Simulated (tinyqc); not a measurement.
## Film and buried-oxide thickness from two coupling ratios

Inverse problem. In a depleted film -dVT/dVb is k1 = Cs Cbox/(Cox (Cs + Cbox)) for a front channel and k2 = Cbox (Cox + Cs)/(Cox Cs) for a back channel, with Cox = eps0 eox/tox, Cs = eps0 eps_r/ts, Cbox = 3.9 eps0/tb. Find ts and tb.

Inputs (values chosen for the exercise); band and dielectric values close to those of In0.53Ga0.47As: relative permittivity eps_r = 14; relative permittivity of the gate insulator (close to silicon dioxide) eox = 3.9; insulator thickness tox = 1.3 nm.

coupling ratios for a front and a back channel: [0.031026253, 0.13684211]

Solution. With y = Cox/Cs and z = Cox/Cbox, 1/k1 = y + z and k2 = (1 + y)/z, so y = (k2/k1 - 1)/(1 + k2); the thicknesses follow from y and z.

ts = 14.00 nm
tb = 38.00 nm

Numbers from tinyqc (`OMP_NUM_THREADS=1 python tinyqc.py 2190063 2190064 out.jsonl`; about 0.4 s on one thread of a shared Intel Xeon 2.30GHz).
